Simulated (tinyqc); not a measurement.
Ellipsometry and reflectance of a transparent film on an absorbing substrate: one step of the calculation.

Air (index 1), film, substrate with N2 = n2 - i k2; time factor exp(+i w t). q_j = sqrt(N_j^2 - sin^2 th), root with positive real part. Fresnel coefficients r_s = (q_a - q_b)/(q_a + q_b), r_p = (N_b^2 q_a - N_a^2 q_b)/(N_b^2 q_a + N_a^2 q_b). tan(Psi) exp(i Delta) = R_p/R_s, Delta taken from 0 to 360 degrees.

Task. Psi, Delta and reflectances. beta = 2 pi d q1/lam, X = exp(-2 i beta), R = (r01 + r12 X)/(1 + r01 r12 X) for p and s.

Inputs (values chosen for the exercise): wavelength lam = 405 nm; film thickness d = 150 nm.

q1 = 1.3764121
r01,p = -0.090571746
r01,s = -0.53017106
r12,p = 0.47271762-0.02287775i
r12,s = -0.59138473+0.02028853i

Wanted: beta; X; R_p; R_s; Psi; Delta; |R_p|^2; |R_s|^2.

Result.

beta = 3.203 rad
X = 0.9925-0.1226i
R_p = 0.3917-0.0872i
R_s = -0.8524+0.0388i
Psi = 25.19 degrees
Delta = 170.1 degrees
|R_p|^2 = 0.1610
|R_s|^2 = 0.7281

The bare substrate gives Psi = 25.10 and Delta = 177.02 degrees.

Numbers from tinyqc (`OMP_NUM_THREADS=1 python tinyqc.py 2870119 2870120 out.jsonl`; about 0.01 s on one thread of a shared Intel Xeon 2.30GHz).
